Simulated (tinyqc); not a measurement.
# A chain with a side-coupled site and dephasing by Buettiker voltage probes: what changes with what

Sites 1 to 4 form a chain with hopping -t, and site 5 hangs on site 2 by -ts. Lead L joins site 1 and lead R site 4, both semi-infinite chains with hopping -t and site energy 0. Every site carries a probe with self-energy -i Gamma_p/2 that draws no net current. Linear response at zero temperature: mu_L = 1, mu_R = 0 in units of the bias.

Inputs (values chosen for the exercise): hopping (matrix element -t) t = 1.3 eV; site energies 1 to N U = [0, 0, 0, 0, -1.18] eV; Fermi energy E = 1.85 eV; probe broadening Gamma_p gp = 0.3 eV; hopping from site 2 to the side site 5 ts = 0.53 eV.

Constants: q = 1.602176634e-19 C, h = 6.62607015e-34 J s. Results are converted to the units shown.

Each table varies one quantity; the others keep the values above.

## Effect of the dephasing strength

Sigma = t^2 g(E), g(x) = (x - i sqrt(4 t^2 - x^2))/(2 t^2) for |x| < 2 t and (x - sign(x) sqrt(x^2 - 4 t^2))/(2 t^2) otherwise; Gamma = -2 Im Sigma; G = (E - H - Sigma_L - Sigma_R + i Gamma_p/2)^(-1). With Gamma the broadening by one lead, T_RL = Gamma^2 |G_(4,1)|^2, T_pL = Gamma Gamma_p |G_(p,1)|^2, T_pR = Gamma Gamma_p |G_(p,4)|^2, T_pq = Gamma_p^2 |G_(p,q)|^2 for p != q. No current into probe p: W mu = T_pL with W_pp = T_pL + T_pR + sum_q T_pq and W_pq = -T_pq. Then T_eff = T_RL + sum_p T_pR mu_p, and the resistance is (h/2q^2)/T_eff. Without probes means Gamma_p = 0.

Results:
```
gp (eV)	T_RL	through probes	T_eff	resistance (kohm)
0.014	0.9679	0.01481	0.9827	13.13
0.028	0.9391	0.02919	0.9683	13.33
0.057	0.8823	0.05757	0.9399	13.73
0.11	0.7873	0.1046	0.8920	14.47
0.46	0.3761	0.2865	0.6626	19.48
0.92	0.1519	0.3349	0.4868	26.51
1.9	0.02868	0.2734	0.3021	42.72
3.7	0.002588	0.1677	0.1703	75.81
```

Estimate the missing row, gp = 0.23 eV.

Computed row:
```
gp (eV)	T_RL	through probes	T_eff	resistance (kohm)
0.23	0.6091	0.1898	0.7989	16.16
```

With this row back in the table: Without probes the transmission is 0.997. T_eff falls from 0.983 to 0.170; the direct part falls from 0.968 to 0.00259 and the part through probes goes from 0.0148 through a maximum of 0.335 (at gp = 0.92 eV among the rows listed) to 0.168. At this energy dephasing lowers T_eff from the start: the probes give back less than the direct part loses.

## Coherent and dephased transmission against energy

Same model as above.

Results:
```
E (eV)	T without probes	T_eff
-2.34	0.95634	0.65218
-1.95	0.95694	0.71547
-1.56	0.88786	0.67652
-1.17	0.0067860	0.47339
-0.39	0.98123	0.78236
0	0.99169	0.79907
0.39	0.99518	0.80275
0.78	0.99667	0.80029
1.17	0.99736	0.79194
1.56	0.99758	0.77498
1.95	0.99728	0.74133
2.34	0.99507	0.65893
```

Estimate the missing row, E = -0.78 eV.

Computed row:
```
E (eV)	T without probes	T_eff
-0.78	0.92578	0.71193
```

With this row back in the table: Without probes T lies between 0.00679 and 0.998 in these rows, with them between 0.473 and 0.803. The probes lower it in 12 rows and raise it in 1; the largest relative gain is at E = -1.17 eV, where the coherent value is 0.00679.

Computed by the program tinyqc: `OMP_NUM_THREADS=1 python tinyqc.py 2700026 2700027 out.jsonl`, one thread of a shared Intel Xeon 2.30GHz, about 0.01 s for the whole run.
